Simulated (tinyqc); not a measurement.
From one set of inputs to another, one input at a time: two-valley model of the transferred-electron effect. Computed by tinyqc, a small Python program. Command: `OMP_NUM_THREADS=1 python tinyqc.py 3010943 3010944 out.jsonl gunn ladder`. One thread of a shared host (Intel(R) Xeon(R) Processor @ 2.30GHz), about 0.02 s of CPU time with the checks.

Both kinds of valley share one electron temperature T_e, and each has a constant mobility.

The inputs printed are set A. Set A is modelled on CdTe; the values taken over come from a set modelled on GaAs. Inputs not listed in the table keep their values of set A, so the rows need not describe a real material.

Inputs (values chosen for the exercise, modelled on CdTe):
```
quantity,value,unit
central-valley mass m1,0.1,m_0
satellite-valley mass m2,0.29,m_0
satellite valleys Z,4,-
valley separation dE,0.52,eV
central-valley mobility mu1,1100,cm^2/(V s)
satellite-valley mobility mu2,88,cm^2/(V s)
energy relaxation time tau_E,0.7,ps
lattice temperature T,300,K
electric field F,41,kV/cm
mixing,0.1,-
iteration cap,600,-
```

Solver: damped fixed point.

Constants: k_B = 8.617333262e-05 eV/K.

Method:
- Density-of-states ratio R = Z (m2/m1)^(3/2); n2/n1 = R exp(-dE/(k_B T_e)); mean mobility mu = (mu1 + mu2 n2/n1)/(1 + n2/n1); energy balance e mu F^2 = (3/2) k_B (T_e - T)/tau_E; v = mu F.
- Fixed point from T_e = T: T_out = T + (2/3) e mu(T_e) F^2 tau_E/k_B, T_new = T_e + mixing (T_out - T_e); stop when |T_out - T_e| is below 1e-6 K.
- Using T_e as the parameter, F(T_e) = sqrt(3 k_B (T_e - T)/(2 e mu tau_E)) and v = mu F; find the first maximum and the next minimum of v, and the most negative dv/dF between them.

Each row keeps all changes above it:
```
input moved,from,to,threshold field (kV/cm),peak-to-valley ratio,electron temperature T_e (K)
set A,-,-,20.198,1.0210,3304.5
satellite-valley mass m2 (m_0),0.29,0.24,24.999,1.0005,3565.7
central-valley mobility mu1 (cm^2/(V s)),1100,7600,7.865,1.0539,9030.7
valley separation dE (eV),0.52,0.3,6.732,1.0161,7653.3
electric field F (kV/cm),41,3.3,6.732,1.0161,705.4
energy relaxation time tau_E (ps),0.7,0.95,5.778,1.0161,808.0
lattice temperature T (K),300,100,4.960,1.0793,664.4
central-valley mass m1 (m_0),0.1,0.067,4.165,1.2498,643.3
```

Threshold field goes from 20.2 to 4.16, a factor 0.206 in all. The largest single move comes from central-valley mobility mu1 (a factor 0.315), and satellite-valley mass m2 works against it (a factor 1.24). Peak-to-valley ratio goes from 1.02 to 1.25, a factor 1.22 in all. The largest single move comes from central-valley mass m1 (a factor 1.16), and valley separation dE works against it (a factor 0.964). Electron temperature T_e goes from 3300 to 643, a factor 0.195 in all. The largest single move comes from electric field F (a factor 0.0922), and central-valley mobility mu1 works against it (a factor 2.53). The single moves hold for this order of the switches; the total does not depend on the order.

Extremes, crossings and ranges named in words are read from the listed rows.
